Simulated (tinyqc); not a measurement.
Worked calculation: inverse iteration on a symmetric matrix. One step of it, computed by the program tinyqc.

Problem. Step 1. solve (A - shift) w = v; v' = w/|w| with its largest component positive (the first on a tie); lambda = v'^T A v'.

A:
```
           1          2          3
1   2.896000  -0.091000   0.252000
2  -0.091000   2.900000  -0.255000
3   0.252000  -0.255000   3.248000
```

vector v at the start: 0.577350  0.577350  0.577350

shift = 1.430000

Give: vector after step 1; Rayleigh quotient after step 1.

Solution.

vector after step 1: 0.5344  0.6911  0.4866

Rayleigh quotient after step 1 = 2.8736
